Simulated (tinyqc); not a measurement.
Deep level with several charge states, and Shockley-Read-Hall recombination, step by step. Values are carried at full precision from step to step, so a last printed digit may differ when a step is redone from the rounded ones.

Energies from Ev. The defect has charge states 0, -1, -2 with weights 1, gm exp((EF - E1)/kT), exp((2 EF - E1 - E2)/kT); the shares are the weights over their sum. Boltzmann carriers: n = Nc exp((EF - Eg)/kT), p = Nv exp(-EF/kT). Neutrality: p - n + Nd + Nt <q> = 0.

Constants: kB = 8.617333262e-05 eV/K.

Values chosen for the exercise (gap and densities of states near those of Si at this temperature; not measured data):
```
symbol  value     unit    meaning
Eg      1.084     eV      gap
Nc      4.07e+19  1/cm^3  conduction-band density of states
Nv      1.83e+19  1/cm^3  valence-band density of states
T       400       K
E1      0.276     eV      level (0/-1) above Ev
E2      0.653     eV      level (-1/-2) above Ev
gm      2                 degeneracy of the middle state, the others 1
Nt      1.2e+14   1/cm^3  defects
Nd      3.7e+13   1/cm^3  ionised shallow donors minus acceptors
E_try   0.423     eV      trial Fermi level
Et      0.653     eV      recombination level above Ev
sn      4.9e-15   cm^2    electron capture cross-section
sp_     9.7e-15   cm^2    hole capture cross-section
vth     18000000  cm/s    thermal velocity, both carriers
Nm      2.3e+15   1/cm^3  equilibrium electrons for the lifetime steps
dn      3.6e+13   1/cm^3  excess pairs
```

## Charge states at a trial Fermi level

Form the exponents, the shares, the mean charge and the residual of neutrality at EF = E_try.

exponents of the second and third weights: 4.265  -2.408

shares: 0 0.0070, -1 0.9924, -2 0.0006

<q> = -0.9937

n, p (1/cm^3): 1.91e+11  8.57e+13

residual = 3.25e+12 1/cm^3

The residual is positive, so EF must rise.

## The neutral state

Solve for EF.

EF = 0.4243 eV

shares at EF: 0 0.007, -1 0.993, -2 0.001

n = 1.99e+11 1/cm^3
p = 8.25e+13 1/cm^3

Without the defects the majority density would be 3.74e+13 1/cm^3; with them the density of these carriers is 1.99e+11, below that of the other kind: the type has inverted, so the defects more than cancel the doping. Most defects are in the state -1.

## Recombination through one level

One level at Et with degeneracy 1: tn = 1/(sn vth Nt), tp = 1/(sp_ vth Nt), n1 = Nc exp((Et - Eg)/kT), p1 = Nv exp(-Et/kT), ni^2 = n1 p1. Equilibrium n0 = Nm, p0 = ni^2/Nm; n = n0 + dn, p = p0 + dn. U = (n p - ni^2)/(tp (n + n1) + tn (p + p1)), lifetime dn/U; emission rates en = sn vth n1, ep = sp_ vth p1.

Evaluate each quantity.

tn, tp (microsecond): 0.09448  0.04773

n1, p1 (1/cm^3): 1.51e+14  1.08e+11

U = 6.89e+20 1/(cm^3 s)
lifetime = 0.0523 microsecond

The lifetime is 1.095 times the minority capture time tp and 0.368 times tn + tp, the limit of high injection.

## Emission and generation in a depleted region

With n = p = 0 the level generates pairs at G = Nt en ep/(en + ep); generation lifetime tg = ni/G; current density e G W for a width W = 1 micrometre, e = 1.602176634e-19 C.

en, ep (1/s): 1.33e+07  1.89e+04

G = 2.27e+18 1/(cm^3 s)
tg = 1.78 microsecond
current density = 3.63e-05 A/cm^2

The slower step, hole emission, limits the rate: en/ep = 704.

## Checks

- U against hole capture minus emission at the steady occupation of the level (1/(cm^3 s)): both 6.887e+20.

(tinyqc, `OMP_NUM_THREADS=1 python tinyqc.py 1680463 1680464 out.jsonl`, Intel(R) Xeon(R) Processor @ 2.30GHz, 1 thread, shared host, about 0.01 s.)
